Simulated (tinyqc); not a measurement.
Worked calculation: plane-wave Kohn-Sham cycle with exchange-only LDA in a layered model solid. Computed by tinyqc, a small Python program that keeps every step. Settings: points = 16, plane-wave index or count = 2, electrons = 4, k points = 4, area = 25.0, mixing = 1.0, iteration cap = 67. Command: `OMP_NUM_THREADS=1 python tinyqc.py 27759 27760 out.jsonl` (the two numbers bound the seeds that draw the settings). One thread of a shared host (Intel(R) Xeon(R) Processor @ 2.60GHz), about 0.03 s of CPU time with the checks. Later iterations appear only in the table of the cycle.

## Iteration 1: potential

A solid whose potential varies along x alone (atomic units):

| parameter | value |
|---|---|
| period a | 13.500000 |
| cross-section of the cell | 25.000000 |
| electrons per cell | 4 |
| grid points | 16 |
| plane waves -n..n, n | 2 |
| k points | 4 |
| V1 in V1 cos(2 pi x/a) | -0.530000 |

density at the start, on the grid x_j = j a/N (e/bohr^3): 0.01185185  0.01185185  0.01185185  0.01185185  0.01185185  0.01185185  0.01185185  0.01185185  0.01185185  0.01185185  0.01185185  0.01185185  0.01185185  0.01185185  0.01185185  0.01185185

V_H(G) = 4 pi rho(G)/G^2 for G != 0 (uniform background); v_x = -(3 rho/pi)^(1/3); V = V_ext + V_H + v_x; Fourier components f(G_m) = (1/N) sum_j f(x_j) exp(-i G_m x_j).

Potentials on the grid (hartree):

| x | V_ext | V_H | v_x | V |
|---|---|---|---|---|
| 0.000000 | -0.530000 | 0.000000 | -0.224519 | -0.754519 |
| 0.843750 | -0.489656 | 0.000000 | -0.224519 | -0.714175 |
| 1.687500 | -0.374767 | 0.000000 | -0.224519 | -0.599285 |
| 2.531250 | -0.202822 | 0.000000 | -0.224519 | -0.427341 |
| 3.375000 | 0 | 0.000000 | -0.224519 | -0.224519 |
| 4.218750 | 0.202822 | 0.000000 | -0.224519 | -0.021696 |
| 5.062500 | 0.374767 | 0.000000 | -0.224519 | 0.150248 |
| 5.906250 | 0.489656 | 0.000000 | -0.224519 | 0.265137 |
| 6.750000 | 0.530000 | 0.000000 | -0.224519 | 0.305481 |
| 7.593750 | 0.489656 | 0.000000 | -0.224519 | 0.265137 |
| 8.437500 | 0.374767 | 0.000000 | -0.224519 | 0.150248 |
| 9.281250 | 0.202822 | 0.000000 | -0.224519 | -0.021696 |
| 10.125000 | 0 | 0.000000 | -0.224519 | -0.224519 |
| 10.968750 | -0.202822 | 0.000000 | -0.224519 | -0.427341 |
| 11.812500 | -0.374767 | 0.000000 | -0.224519 | -0.599285 |
| 12.656250 | -0.489656 | 0.000000 | -0.224519 | -0.714175 |

V(G_m), m = 0, 1, 2, ... (hartree): -0.224519  -0.265000  0.000000  0.000000  0.000000

## Iteration 1: Hamiltonian at one k

k = 0.125000 2 pi / a

H(m,m') = (k + G_m)^2/2 delta + V(G_m - G_m'), with V(-G) = V(G).

H (hartree), lower triangle:
```
           -2         -1         +0         +1        +2
-2   0.156253
-1  -0.265000  -0.141595
+0   0.000000  -0.265000  -0.222826
+1   0.000000   0.000000  -0.265000  -0.087441
+2   0.000000   0.000000   0.000000  -0.265000  0.264561
```

## Iteration 1: levels at that k

Diagonalise the Hermitian matrix.

eigenvalues (hartree): -0.589074  -0.263945  0.034630  0.340155  0.447186

## Iteration 1: new density

Motion across x is left out: the lowest 2 band(s) hold two electrons at each of the k points (j + 1/2)/nk - 1/2. Residual R = rho(out) - rho(in); rho(new) = rho(in) + 1 R. rho(out) = 2/(a A nk) sum |psi|^2 with psi = sum c exp(i G x). Harris energy E = band energy - dV sum rho (V_H/2 + v_x) + (3/4) dV sum rho v_x with rho(in), dV = a A/N, band energy = (2/nk) sum of the filled levels.

rho(out) (e/bohr^3): 0.02307311  0.02472972  0.02548775  0.01980979  0.01002675  0.00281828  0.00034498  0.00004961  0.00002273  0.00004961  0.00034498  0.00281828  0.01002675  0.01980979  0.02548775  0.02472972

density after iteration 1 (e/bohr^3): 0.02307311  0.02472972  0.02548775  0.01980979  0.01002675  0.00281828  0.00034498  0.00004961  0.00002273  0.00004961  0.00034498  0.00281828  0.01002675  0.01980979  0.02548775  0.02472972

energy per cell = -1.47452750 hartree

## Iteration 2: potential

As before.

Potentials on the grid (hartree):

| x | V_ext | V_H | v_x | V |
|---|---|---|---|---|
| 0.000000 | -0.530000 | 0.837003 | -0.280345 | 0.026658 |
| 0.843750 | -0.489656 | 0.785372 | -0.286900 | 0.008816 |
| 1.687500 | -0.374767 | 0.619142 | -0.289802 | -0.045427 |
| 2.531250 | -0.202822 | 0.336096 | -0.266451 | -0.133177 |
| 3.375000 | 0 | -0.014890 | -0.212346 | -0.227236 |
| 4.218750 | 0.202822 | -0.351696 | -0.139097 | -0.287971 |
| 5.062500 | 0.374767 | -0.611422 | -0.069064 | -0.305720 |
| 5.906250 | 0.489656 | -0.769772 | -0.036184 | -0.316300 |
| 6.750000 | 0.530000 | -0.822661 | -0.027897 | -0.320558 |
| 7.593750 | 0.489656 | -0.769772 | -0.036184 | -0.316300 |
| 8.437500 | 0.374767 | -0.611422 | -0.069064 | -0.305720 |
| 9.281250 | 0.202822 | -0.351696 | -0.139097 | -0.287971 |
| 10.125000 | 0 | -0.014890 | -0.212346 | -0.227236 |
| 10.968750 | -0.202822 | 0.336096 | -0.266451 | -0.133177 |
| 11.812500 | -0.374767 | 0.619142 | -0.289802 | -0.045427 |
| 12.656250 | -0.489656 | 0.785372 | -0.286900 | 0.008816 |

V(G_m), m = 0, 1, 2, ... (hartree): -0.181746  0.089659  0.020082  -0.003630  -0.002880

## Iteration 2: Hamiltonian at one k

k = 0.125000 2 pi / a

As before.

H (hartree), lower triangle:
```
           -2         -1         +0         +1        +2
-2   0.199026
-1   0.089659  -0.098822
+0   0.020082   0.089659  -0.180053
+1  -0.003630   0.020082   0.089659  -0.044668
+2  -0.002880  -0.003630   0.020082   0.089659  0.307335
```

## Iteration 2: levels at that k

As before.

eigenvalues (hartree): -0.260379  -0.119277  0.000855  0.229269  0.332349

## Iteration 2: new density

As before.

rho(out) (e/bohr^3): 0.00098110  0.00154761  0.00370388  0.00820442  0.01444253  0.01952158  0.02050684  0.01813380  0.01652721  0.01813380  0.02050684  0.01952158  0.01444253  0.00820442  0.00370388  0.00154761

density after iteration 2 (e/bohr^3): 0.00098110  0.00154761  0.00370388  0.00820442  0.01444253  0.01952158  0.02050684  0.01813380  0.01652721  0.01813380  0.02050684  0.01952158  0.01444253  0.00820442  0.00370388  0.00154761

energy per cell = -1.55548827 hartree

## Convergence

Stop when sqrt(dV sum R^2) is below 1e-8, dV = a A/N.

Course of the cycle:

| iteration | E (hartree) | norm of the residual |
|---|---|---|
| 1 | -1.47452750 | 1.95e-01 |
| 2 | -1.55548827 | 3.29e-01 |
| 3 | -3.14943605 | 3.45e-01 |
| 4 | -1.77694848 | 3.60e-01 |
| 5 | -3.39880550 | 3.60e-01 |
| 6 | -1.78542536 | 3.61e-01 |
| 7 | -3.40727070 | 3.61e-01 |
| 8 | -1.78567323 | 3.61e-01 |
| 9 | -3.40751651 | 3.61e-01 |
| 10 | -1.78568041 | 3.61e-01 |
| 11 | -3.40752363 | 3.61e-01 |
| ... | ... | ... |
| 57 | -3.40752385 | 3.61e-01 |
| 58 | -1.78568062 | 3.61e-01 |
| 59 | -3.40752385 | 3.61e-01 |
| 60 | -1.78568062 | 3.61e-01 |
| 61 | -3.40752385 | 3.61e-01 |
| 62 | -1.78568062 | 3.61e-01 |
| 63 | -3.40752385 | 3.61e-01 |
| 64 | -1.78568062 | 3.61e-01 |
| 65 | -3.40752385 | 3.61e-01 |
| 66 | -1.78568062 | 3.61e-01 |
| 67 | -3.40752385 | 3.61e-01 |

Not converged within 67 iterations: the residual has stopped falling: the iteration swings between two states. Reruns (cap 100 unless said): mixing 0.1: not converged; mixing 0.5, Kerker q0 1.0: converged in 56 (E = -0.88279); mixing 0.3, Pulay depth 5: converged in 14 (E = -0.88279); the original settings with a cap of 400: not converged.
